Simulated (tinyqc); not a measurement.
From results back to parameters: hole subbands of a hard-walled well, four-band Luttinger model. Three cases, with inputs chosen for the exercise.

Problem. At k = 0 in a hard-walled well HHn = c (g1 - 2 g2)(n pi/L)^2 - Z0 and LHn = c (g1 + 2 g2)(n pi/L)^2 + Z0, c = hbar^2/2m0. Two spacings were computed from hidden g1 and g2.

Constants: hbar^2/2m0 = 3.80998211 eV angstrom^2.

Case 1.

Values chosen (out of a larger set: near those of InAs; not measured data): L = 75 angstrom (well width along [001]); Z0 = 0.0091 eV (shear strain energy).

HH2 - HH1 = 61.168 meV
LH1 - HH1 = 246.559 meV

Case 2.

Values chosen (out of a larger set: near those of GaAs; not measured data): L = 175 angstrom (well width along [001]); Z0 = 0.0373 eV (shear strain energy).

HH2 - HH1 = 10.498 meV
LH1 - HH1 = 84.767 meV

Case 3.

Values chosen (out of a larger set: near those of Ge; not measured data): L = 70 angstrom (well width along [001]); Z0 = -0.0653 eV (shear strain energy).

HH2 - HH1 = 113.960 meV
LH1 - HH1 = 0.473 meV

Find: u = c (pi/L)^2; g2; g1.
Solution. HH2 - HH1 = 3u (g1 - 2 g2) and LH1 - HH1 = 4 u g2 + 2 Z0.

Case 1.

u = c (pi/L)^2 = 6.685 meV
g2 = 8.54
g1 = 20.13

Case 2.

u = c (pi/L)^2 = 1.228 meV
g2 = 2.07
g1 = 6.99

Case 3.

u = c (pi/L)^2 = 7.674 meV
g2 = 4.27
g1 = 13.49

Computed by tinyqc, one run a case: `OMP_NUM_THREADS=1 python tinyqc.py N N+1 out.jsonl` with N = 1251631, 1251632, 1251659; one thread of a shared Intel(R) Xeon(R) Processor @ 2.30GHz, about 0.1 s a run at most.
